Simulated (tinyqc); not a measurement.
Inside a calculation: Tamm state at the end of a one-band chain. Values are carried at full precision from step to step, so a last printed digit may differ when a step is redone from the rounded ones.

A half-infinite chain with site energy 0 and hopping -t, band E = -2t cos(ka); the end site has energy D. The surface Green function of the unperturbed half chain is g = (E -/+ sqrt(E^2 - 4t^2))/(2t^2), the root with |t g| <= 1 and Im g <= 0, and with the shift G = g/(1 - D g).

Values chosen for the exercise:
- t = 1.96 eV (hopping)
- D = -2.3 eV (shift of the end site)
- a = 3.3 angstrom (spacing)
- N = 9 (sites)
- E = -1.55 eV (energy in the band)

## The bound state

Amplitudes z^n solve the chain for E = -t (z + 1/z); the end site demands z = -t/D, bound if |z| < 1. Then E = D + t^2/D, weight on the end site 1 - z^2, decay length -a/ln|z|.

z = 0.8522
E = -3.9703 eV
weight on the end site = 0.2738
decay length of the amplitude = 20.630 angstrom

The state lies 0.0503 eV below the band, and its amplitude keeps its sign from site to site.

## A finite chain

Write H for N sites.

H (eV), lower triangle:
```
,1,2,3,4,5,6,7,8,9
1,-2.300
2,-1.960,0
3,0,-1.960,0
4,0,0,-1.960,0
5,0,0,0,-1.960,0
6,0,0,0,0,-1.960,0
7,0,0,0,0,0,-1.960,0
8,0,0,0,0,0,0,-1.960,0
9,0,0,0,0,0,0,0,-1.960,0
```

## Levels of the finite chain

Diagonalise; give the weight of each level on site 1.

levels (eV): -3.9576  -3.5098  -2.7105  -1.6211  -0.3596  0.9373  2.1290  3.0864  3.7058

weights on site 1: 0.3311  0.1632  0.1496  0.1259  0.0975  0.0680  0.0409  0.0190  0.0049

The split-off level differs from the half-infinite value by +12.682 meV, the pull of the far end.

## Local density of states in the band

Form g and G at E; the surface density is -Im G/pi, the bulk density 1/(pi sqrt(4t^2 - E^2)).

g = -0.2017-0.4686i 1/eV
G = 0.2740-0.3234i 1/eV

densities (1/eV): clean end 0.1492, shifted end 0.1029, bulk 0.0884

## Checks

- Pole of G, 1 - D g(E) = 0, at the bound level: both 1.00000.

Computed by tinyqc, a small Python program: `OMP_NUM_THREADS=1 python tinyqc.py 1450217 1450218 out.jsonl` (the numbers bound the seed that draws the inputs); one thread of a shared host (Intel(R) Xeon(R) Processor @ 2.30GHz), about 0.01 s for the whole set of steps.
